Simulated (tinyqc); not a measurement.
Depolarisation shift: optical transitions of a finite quantum well.

Each carrier sees a square well of width L with its own depth V and masses m (inside), mb (outside); c = hbar^2/2m0, k = sqrt(m E/c), kappa = sqrt(mb (V - E)/c), and level n solves k L + 2 atan[(k/m)/(kappa/mb)] = n pi. The envelope is cos(kz) for odd n and sin(kz) for even n inside, joins exp(-kappa (|z| - L/2)) outside, and is normalised to 1. Excitons and band mixing are left out.

Constants: hbar^2/2m0 = 3.80998211 eV angstrom^2; e^2/(4 pi eps0) = 14.39964547 eV angstrom.

Parameters, chosen for this exercise (near those of an InGaAs well in InAlAs; the results hold for these values, not for the real material):
- L = 63 angstrom (well width)
- Vc = 0.505 eV (conduction offset)
- me = 0.0415 m0 (electron, well)
- meb = 0.0769 m0 (electron, barrier)
- eps = 11.8 (background dielectric constant)
- Nss = (0.17, 0.42, 0.85, 1.7, 2.5, 3.4, 5.1) x 1e12/cm^2 (sheet densities)

The collective line lies at E12 sqrt(1 + a), a = 8 pi q (n1 - n2) S/(eps E12), q = e^2/(4 pi eps0), S = integral over z of (integral up to z of psi_1 psi_2)^2. Zero temperature with the mass me in both subbands: n1 - n2 = Ns until Ns reaches D E12, D = me/(2 pi c), and D E12 beyond. 1e12/cm^2 = 1e-4/angstrom^2; exchange and the static band bending by the charge are left out.

Line position:

| Ns (1e12/cm^2) | n1 - n2 | a | line (meV) | shift (meV) |
|---|---|---|---|---|
| 0.17 | 0.170 | 0.0101 | 276.61 | 1.38 |
| 0.42 | 0.420 | 0.0248 | 278.62 | 3.40 |
| 0.85 | 0.850 | 0.0503 | 282.06 | 6.84 |
| 1.7 | 1.700 | 0.1006 | 288.73 | 13.51 |
| 2.5 | 2.500 | 0.1479 | 294.88 | 19.65 |
| 3.4 | 3.400 | 0.2011 | 301.64 | 26.41 |
| 5.1 | 4.771 | 0.2823 | 311.66 | 36.43 |

S = 5.309 angstrom
E12 = 275.23 meV

The upward shift grows from 1.38 to 36.43 meV, 13.2 % of E12 at most. It stops moving once e2 starts to fill, at Ns = 4.77 e12/cm^2. For small a the shift is a E12/2, linear in Ns; in the last row that rule gives 38.84 meV. S/L = 0.0843, against 5/(9 pi^2) = 0.0563 for hard walls.

Program tinyqc; command `OMP_NUM_THREADS=1 python tinyqc.py 1281304 1281305 out.jsonl`; about 0.09 s on one thread of a shared Intel(R) Xeon(R) Processor @ 2.30GHz.
